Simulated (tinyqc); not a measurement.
# Worked calculation: on-chip power grid, static voltage drop by conjugate gradients

tinyqc, about 0.1 s, one thread, Intel Xeon 2.30GHz (shared host): `OMP_NUM_THREADS=1 python tinyqc.py 2770104 2770105 out.jsonl` Printed values are rounded.

A grid of 3 rows and 4 columns, node k = 4 row + column. Neighbours in a row are joined by Rx, in a column by Ry; pad nodes, which reach the supply through Rp: 0, 8. Each node draws I0, node 8 draws kh I0. The drops u = Vdd - V solve G u = i, with G the conductance matrix (1/Rp added on the diagonal at pad nodes).

Values chosen for this exercise: supply voltage Vdd = 0.7 V; resistance of a horizontal segment Rx = 0.13 ohm; resistance of a vertical segment Ry = 0.75 ohm; resistance from a pad node to the supply Rp = 0.36 ohm; load current of an ordinary node I0 = 1 mA; factor on the load at the hot node kh = 8.

## Diagonal of G, loads and first direction

G_kk = sum of the conductances at node k. Start u = 0, so the residual is r = i; z = r/G_kk (Jacobi preconditioner), p = z.

G_kk (S):
```
	col 0	col 1	col 2	col 3
row 0	11.8034	16.7179	16.7179	9.02564
row 1	10.3590	18.0513	18.0513	10.3590
row 2	11.8034	16.7179	16.7179	9.02564
```

r at the start (mA):
```
	col 0	col 1	col 2	col 3
row 0	1	1	1	1
row 1	1	1	1	1
row 2	8	1	1	1
```

p at the start (mV):
```
	col 0	col 1	col 2	col 3
row 0	0.0847212	0.0598160	0.0598160	0.110795
row 1	0.0965347	0.0553977	0.0553977	0.0965347
row 2	0.677770	0.0598160	0.0598160	0.110795
```

## Iteration 1: conjugate-gradient step

u at the start (mV):
```
	col 0	col 1	col 2	col 3
row 0	0	0	0	0
row 1	0	0	0	0
row 2	0	0	0	0
```

q = G p; with z = r/G_kk: a = (r.z)/(p.q); u(new) = u + a p; r(new) = r - a q; b = (r.z)(new)/(r.z); p(new) = z(new) + b p.

q (mA):
```
	col 0	col 1	col 2	col 3
row 0	0.41116	-0.18569	-0.38626	0.41116
row 1	-0.44279	-0.32822	-0.32822	0.27841
row 2	7.41116	-4.74760	-0.38626	0.41116
```

a = 1.31882

u after iteration 1 (mV):
```
	col 0	col 1	col 2	col 3
row 0	0.111732	0.078886	0.078886	0.146119
row 1	0.127311	0.073059	0.073059	0.127311
row 2	0.893854	0.078886	0.078886	0.146119
```

r after iteration 1 (mA):
```
	col 0	col 1	col 2	col 3
row 0	0.45775	1.24489	1.50940	0.45775
row 1	1.58396	1.43286	1.43286	0.63283
row 2	-1.77396	7.26121	1.50940	0.45775
```

b = 0.694909

p after iteration 1 (mV):
```
	col 0	col 1	col 2	col 3
row 0	0.097655	0.116031	0.131853	0.127709
row 1	0.219990	0.117874	0.117874	0.128173
row 2	0.320696	0.475903	0.131853	0.127709
```

## Iteration 2: conjugate-gradient step

As before.

q (mA):
```
	col 0	col 1	col 2	col 3
row 0	-0.03321	0.01719	0.17222	-0.03249
row 1	0.81435	-1.26042	-0.11650	0.08046
row 2	-0.16880	4.31781	-2.59602	-0.03249
```

a = 2.56553

u after iteration 2 (mV):
```
	col 0	col 1	col 2	col 3
row 0	0.36227	0.37657	0.41716	0.47376
row 1	0.69170	0.37547	0.37547	0.45614
row 2	1.71661	1.29983	0.41716	0.47376
```

r after iteration 2 (mA):
```
	col 0	col 1	col 2	col 3
row 0	0.54294	1.20079	1.06756	0.54111
row 1	-0.50527	4.66652	1.73175	0.42641
row 2	-1.34090	-3.81626	8.16958	0.54111
```

b = 1.53153

p after iteration 2 (mV):
```
	col 0	col 1	col 2	col 3
row 0	0.195559	0.249531	0.265794	0.255543
row 1	0.288144	0.439042	0.276462	0.237463
row 2	0.377553	0.500586	0.690608	0.255543
```

## Course of the conjugate-gradient iteration

Stop when |r| is below 1e-9 mA.

Course of the iteration:
```
iteration	largest u (mV)	|r| (mA)
1	0.893854	8.34
2	1.71661	10.6
3	2.53679	10.8
4	3.93945	8.28
5	4.69754	6.88
6	4.75539	5.76
7	4.75839	3.93
8	4.66876	2.38
9	4.63588	1.52
10	4.64760	0.716
11	4.64900	0.378
12	4.66055	< 1e-12
```

Converged in 12 iterations for 12 unknowns; in exact arithmetic the method needs at most 12. The condition number of the scaled matrix is 79.6. Gauss-Seidel sweeps in node order need 448 to reach the same residual.

## Worst drop, pad currents and power lost

converged u (mV):
```
	col 0	col 1	col 2	col 3
row 0	2.87076	3.54911	3.96312	4.16020
row 1	4.18794	4.32416	4.46463	4.54720
row 2	3.96924	4.32467	4.55019	4.66055
```

Pad current u/Rp; worst drop as a share of Vdd; power lost in the grid and pads sum_k i_k u_k; power delivered sum_k i_k (Vdd - u_k).

worst drop = 4.66055 mV
share of Vdd = 0.665792 %
pad currents (mA): node 0 7.97432, node 8 11.0257
power lost = 0.0773565 mW
power delivered = 13.2226 mW

The pad currents add up to the total load, 19.00 mA. The worst drop is at node 11, not at the hot node.
